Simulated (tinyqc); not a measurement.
Energy and delay of logic against supply voltage: energy and delay against supply voltage.

One expression serves below and above threshold: I(Vg) = Ik [ln(1 + exp((Vg - VT + dd V)/(al nf Vt)))]^al, with I_on = I(V) and I_off = I(0). Gate delay td = kd C V/I_on, clock period LD td. Per gate and cycle the switching energy is act C V^2 and the leakage energy I_off V LD td. No short-circuit current, no variation. Minima are sought above 0.09 V; below a few Vt gates no longer switch and the model has no meaning.

EDP = energy times td.

Values chosen for this exercise; values of the order met in logic technologies: temperature T = 330 K; threshold voltage at zero drain bias VT = 0.37 V; slope factor nf = 1.09; barrier lowering per volt of supply dd = 0.04; specific current of a gate Ik = 1.1 uA; exponent of the current law al = 1.88; load capacitance of a gate C = 3.2 fF; delay factor kd = 1; logic depth LD = 12; activity factor act = 0.1.

Constants: q = 1.602176634e-19 C, kB = 1.380649e-23 J/K, Vt = kB T/q. Results are converted to the units shown.

Result of one run:

| I_on (uA) | I_off (nA) | td (ps) | switching (aJ) | leakage (aJ) | energy (aJ) | EDP (fJ ps) |
|---|---|---|---|---|---|---|
| 6.860 | 0.01369 | 233.2 | 80.00 | 0.01916 | 80.02 | 18.66 |

Which supply voltage V gave this result: 0.27, 0.5, 0.62, 0.73 or 0.85 V?

V = 0.5 V.

The whole series:

| V (V) | I_on (uA) | I_off (nA) | td (ps) | switching (aJ) | leakage (aJ) | energy (aJ) | EDP (fJ ps) |
|---|---|---|---|---|---|---|---|
| 0.15 | 0.001078 | 0.008721 | 4.451e5 | 7.200 | 6.988 | 14.19 | 6315 |
| 0.27 | 0.05133 | 0.01018 | 1.683e4 | 23.33 | 0.5552 | 23.88 | 402.0 |
| 0.38 | 0.9647 | 0.01173 | 1261 | 46.21 | 0.06743 | 46.28 | 58.33 |
| 0.5 | 6.860 | 0.01369 | 233.2 | 80.00 | 0.01916 | 80.02 | 18.66 |
| 0.62 | 20.38 | 0.01598 | 97.35 | 123.0 | 0.01158 | 123.0 | 11.98 |
| 0.73 | 39.08 | 0.01842 | 59.77 | 170.5 | 0.009644 | 170.5 | 10.19 |
| 0.85 | 65.91 | 0.02150 | 41.27 | 231.2 | 0.009050 | 231.2 | 9.542 |
| 0.97 | 99.17 | 0.02509 | 31.30 | 301.1 | 0.009142 | 301.1 | 9.424 |
| 1.08 | 135.2 | 0.02891 | 25.57 | 373.2 | 0.009580 | 373.3 | 9.543 |
| 1.2 | 180.3 | 0.03374 | 21.29 | 460.8 | 0.01035 | 460.8 | 9.812 |

td falls from 4.45e5 to 21.3 ps; the energy rises from 14.2 to 461 aJ and the EDP goes from 6320 through a minimum of 9.42 (at V = 0.97 V among the rows listed) to 9.81 fJ ps. The exact minima lie at V = 0.164 V for the energy and 0.953 V for the EDP. Going from 1.2 V to the energy minimum saves a factor of 33.0 in energy and costs a factor of 14400 in delay. Below the minimum the leakage energy rises faster than the switching energy falls, because the clock period grows so steeply.

Program tinyqc, `OMP_NUM_THREADS=1 python tinyqc.py 2082002 2082003 out.jsonl`; Intel Xeon 2.30GHz, shared host, one thread, about 0.01 s.
